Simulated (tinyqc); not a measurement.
Flow curve at three pumping speeds: Berg model of reactive sputtering of a nitride or oxide: poisoning, hysteresis and pumping speed. Computed by tinyqc, a small Python program. Command: `OMP_NUM_THREADS=1 python tinyqc.py 3007229 3007230 out.jsonl berg walk`. One thread of a shared host (Intel(R) Xeon(R) Processor @ 2.30GHz), about 0.05 s of CPU time with the checks.

A diatomic gas reacts with bare metal on the target and on the collecting surfaces; ions remove metal and compound from the target. theta_t and theta_c are the compound fractions.

Inputs (values chosen for the exercise, close to those used for titanium dioxide):
```
quantity                         value     unit
ion current density J               34  mA/cm^2
target area A_t                    210     cm^2
collecting area A_c               6000     cm^2
metal yield Y_m                   0.55        -
compound yield Y_c               0.026        -
sticking coefficient alpha        0.32        -
reactive atoms per metal atom z      2        -
gas mass M                          32        u
pumping speed S                    710      l/s
gas temperature T                  300        K
```

Constants: e = 1.602176634e-19 C; u = 1.6605390666e-27 kg; k_B = 1.380649e-23 J/K.

Method. Ion flux j = J/e; gas flux F = P/sqrt(2 pi M k_B T). Target: (2/z) alpha F (1 - theta_t) = j Y_c theta_t. Sputtered flows F_c = j Y_c theta_t A_t, F_m = j Y_m (1 - theta_t) A_t. Collector: (2/z) alpha F (1 - theta_c) A_c + F_c (1 - theta_c) = F_m theta_c. Gas use Q = alpha F [(1 - theta_t) A_t + (1 - theta_c) A_c] + P S/(k_B T); 1 sccm = 4.4780e17 molecules/s. Rate R = F_m + F_c, given relative to j Y_m A_t. P is a single-valued function of the flow Q only if dQ/dP > 0 everywhere: S must exceed k_B T times the steepest fall of the surface terms with P.

pressure of the steepest fall = 0.0109059 Pa

critical pumping speed = 1068.91 l/s

Pressure as the free variable:
```
P (Pa)   theta_t  theta_c  relative rate  Q at S_c/4 (sccm)  Q at S_c (sccm)  Q at 2 S_c (sccm)
0.00055  0.07900  0.11493        0.92473              5.896            6.134               6.45
0.00110  0.14644  0.21849        0.86049             10.449           10.925              11.56
0.00220  0.25546  0.38974        0.75661             16.458           17.408              18.68
0.00380  0.37212  0.56576        0.64547             20.536           22.178              24.37
0.00650  0.50341  0.73720        0.52038             21.934           24.744              28.49
0.01100  0.63175  0.86438        0.39811             20.420           25.175              31.51
0.01700  0.72613  0.92958        0.30820             18.131           25.479              35.28
0.02700  0.80810  0.96757        0.23010             16.076           27.747              43.31
0.04400  0.87281  0.98652        0.16845             15.435           34.453              59.81
0.08700  0.93136  0.99628        0.11267             18.679           56.283             106.42
```

At S_c/4 the flow falls with pressure in 4 of the intervals: as the target poisons, less metal arrives to getter the gas. At 2 S_c it rises throughout. Coverages and rate depend on P alone, not on S. The collector converts before the target (theta_c = 0.74 at theta_t = 0.50), since the metal is spread over a larger area and no ions clean it. The rate tends to Y_c/Y_m = 0.047.
